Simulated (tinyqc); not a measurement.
Global model of a low-pressure process discharge: electron temperature, density, ion flux and ion energy: one step, computed by the program tinyqc.

Maxwellian electrons with temperature T_e in eV, one positive ion, no negative ions, uniform bulk density n; rate constants have the Arrhenius form.

Task: Geometry factors. n_g = p/(k_B T_g); lambda_i = 1/(n_g sigma); h_L = 0.86/sqrt(3 + L/(2 lambda_i)), h_R = 0.8/sqrt(4 + R/lambda_i); A_eff = 2 pi R^2 h_L + 2 pi R L h_R; d_eff = pi R^2 L/A_eff.

Inputs (values chosen for the exercise, of the order of those of an inductive discharge in a simple atomic gas):

| quantity | value | unit |
|---|---|---|
| ion-neutral cross section | 9.5e-19 | m^2 |
| pressure p | 0.92 | Pa |
| gas temperature T_g | 600 | K |
| radius R | 16 | cm |
| height L | 12 | cm |

Constants: k_B = 1.380649e-23 J/K.

Give: gas density n_g; ion mean free path; h_L; h_R; A_eff; d_eff.

Result:

gas density n_g = 1.111e+20 1/m^3

ion mean free path = 0.9478 cm

h_L = 0.2815

h_R = 0.1751

A_eff = 664.1 cm^2

d_eff = 14.53 cm
